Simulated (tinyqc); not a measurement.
Time-dependent dielectric breakdown: cell percolation, Weibull statistics, area scaling and voltage extrapolation: one step, computed by the program tinyqc.

The oxide is divided into columns of area a^2, each holding m = t_ox/a cells (m is taken as continuous). A share lambda(t) = (t/t_1)^alpha of the cells is defective, and a column whose cells are all defective breaks down.

Task: Projection to use conditions. All three voltage laws share the slope n at the stress voltage. Factor t(V_u)/t(V): E law exp(n (1 - V_u/V)); 1/E law exp(n (V/V_u - 1)); power law (V/V_u)^n. Temperatures in kelvin are T(C) + 273.15. Temperature factor exp[(E_a/k_B)(1/T_u - 1/T)]; area factor (A/A_u)^(1/beta); percentile factor (-ln(1 - F))^(1/beta); life = t63 x all four; 1 year = 3.15576e7 s.

Inputs (values chosen for the exercise, for a model gate oxide):

| quantity | value | unit |
|---|---|---|
| test area A | 100 | um^2 |
| product area A_u | 900000 | um^2 |
| stress voltage V | 2.06 | V |
| use voltage V_u | 0.93 | V |
| local exponent n = -d ln t/d ln V at the stress voltage | 28 | - |
| activation energy E_a | 0.74 | eV |
| stress temperature T | 105 | C |
| use temperature T_u | 85 | C |
| allowed failure fraction F | 1e-06 | - |

Voltage law used: E.

Weibull slope beta = 1.038462

characteristic life t63 = 59022.18 s

Constants: k_B = 8.617333262e-05 eV/K.

Give: voltage factor; temperature factor; area factor; percentile factor; projected life.

Result:

voltage factor = 4.682e+06

temperature factor = 3.554

area factor = 1.557e-04

percentile factor = 1.668e-06

projected life = 8.082e-06 years

Area and percentile together cost 9.6 decades, voltage and temperature return 7.2; a ten-year target is missed. Caution: t_1 is an input here; in a real oxide it changes with thickness at fixed voltage.
